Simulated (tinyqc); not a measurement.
# Worked calculation: deep-level transient spectroscopy

tinyqc, about 0.01 s, one thread, Intel Xeon 2.30GHz (shared host): `OMP_NUM_THREADS=1 python tinyqc.py 2050138 2050139 out.jsonl` Printed values are rounded.

Schottky contact on an n-type layer with shallow donors Nd (all ionised) and a donor-like deep trap, neutral when filled and positive when empty; depletion approximation. Traps within lam of the depletion edge stay filled. A long pulse to Vp fills the traps beyond x1 = Wp - lam; back at Vr those between x1 and x2 = Wr - lam emit. A rate window reads S = C(t2) - C(t1).

Parameters, values chosen for the exercise; material values close to those of indium phosphide:
- eps_r = 12.4 (relative permittivity)
- Nc = 5.78e17 cm^-3 (conduction-band density of states at 300 K)
- vth = 4.2e7 cm/s (thermal velocity at 300 K)
- Nd = 4.2e15 cm^-3 (shallow donor density)
- Vbi = 0.65 V (built-in voltage)
- Et = 0.35 eV (depth of the trap below the conduction edge)
- sn = 2.8e-15 cm^2 (capture cross-section)
- Nt = 2.4e13 cm^-3 (trap density)
- Vr = 1.7 V (reverse bias)
- Vp = 0.2 V (reverse bias during the filling pulse)
- t1 = 1 ms (first sampling time)
- t2 = 4 ms (second sampling time)
- T = 217 K (temperature of the transient)
- F = 75 kV/cm (field at the trap)

Constants: q = 1.602176634e-19 C, kB = 1.380649e-23 J/K, eps0 = 8.8541878128e-14 F/cm where lengths are in cm. Results are converted to the units shown.

## Emission rate and rate window

Emission rate en = sn vth(T) Nc(T) exp(-Et/kB T) = sn g T^2 exp(-Et/kB T), g = vth Nc/(300 K)^2, as vth goes as T^0.5 and Nc as T^1.5 (degeneracy factor 1). For an exponential transient S peaks where en = ew = ln(t2/t1)/(t2 - t1).

g = 2.69733e20 cm^-2 s^-1 K^-2
en = 264.446 1/s
1/en = 3.78148 ms
ew = 462.098 1/s

## Widths

lam = sqrt(2 eps0 eps_r (EF - ET)/(q Nd)), EF - ET = Et - (kB T/q) ln(Nc(T)/Nd), Nc(T) = Nc (T/300 K)^1.5. In the steady state at the band bending V, 2 eps0 eps_r V/q = Nd W^2 + Nt (W - lam)^2 (the second term only if W > lam). V = Vbi + Vr gives Wr and V = Vbi + Vp gives Wp; x1 = max(Wp - lam, 0).

lam = 295.172 nm
Wr = 874.602 nm
Wp = 526.369 nm
x1 = 231.197 nm
x2 = 579.430 nm
G = (x2^2 - x1^2)/Wr^2 = 0.369037

The rule Nt = 2 Nd |dC|/C assumes G = 1 and would understate Nt by a factor of about 1/G = 2.71 here (the limit of small Nt/Nd).

## The transient

| sample | t (ms) |
|---|---|
| 0 | 0 |
| 1 | 0.5 |
| 2 | 1 |
| 3 | 2.5 |
| 4 | 4 |
| 5 | 8 |
| 6 | 20 |

W(t)^2 = Wr^2 + (Nt/Nd)(x2^2 - x1^2) exp(-en t), C = eps0 eps_r/W; for small Nt, dC/C = -(Nt/2 Nd) G exp(-en t) with G = (x2^2 - x1^2)/Wr^2. S = C(t2) - C(t1).

| sample | C (nF/cm^2) | C - C(final) (pF/cm^2) |
|---|---|---|
| 0 | 12.5401 | -13.2153 |
| 1 | 12.5418 | -11.5808 |
| 2 | 12.5432 | -10.1482 |
| 3 | 12.5465 | -6.8279 |
| 4 | 12.5488 | -4.5934 |
| 5 | 12.5518 | -1.5955 |
| 6 | 12.5533 | -0.0668 |

S = 5.55477 pF/cm^2

## Step 1: peak temperature

T at the start = 300 K

Fixed-point step for en(T) = ew: T(new) = (Et q/kB)/ln(sn g T^2/ew), g = vth Nc/(300 K)^2.

T after step 1 = 215.966 K

## Course of the iteration for the peak temperature

Start from 300 K; stop when T changes by less than 1e-8 K.

Course of the iteration:

| step | T (K) | change (K) |
|---|---|---|
| 1 | 215.966 | 84.0 |
| 2 | 223.788 | 7.82 |
| 3 | 222.914 | 0.874 |
| 4 | 223.009 | 0.0958 |
| 5 | 222.999 | 0.0105 |
| 6 | 223.000 | 1.16e-3 |
| 7 | 223.000 | 1.27e-4 |
| 8 | 223.000 | 1.39e-5 |
| 9 | 223.000 | 1.53e-6 |
| 10 | 223.000 | 1.68e-7 |
| 11 | 223.000 | 1.84e-8 |
| 12 | 223.000 | 2.03e-9 |

Converged in 12 steps; each multiplies the error by -2 kB T/Et = -0.11.

## Poole-Frenkel lowering

A Coulomb centre of charge +q (when empty) in the field F lowers its barrier by dE = sqrt(q F/(pi eps0 eps_r)) along the field. One-dimensional rate: en exp(b), b = dE/kB T; three-dimensional (Hartke): en {[1 + (b - 1) exp(b)]/b^2 + 1/2}.

dE = 59.0236 meV
b = 3.15641
rate, one-dimensional = 6210.81 1/s
rate, three-dimensional = 1503.06 1/s

The one-dimensional form is 4.13 times the three-dimensional one, which counts the directions in which the barrier is lowered less or not at all.
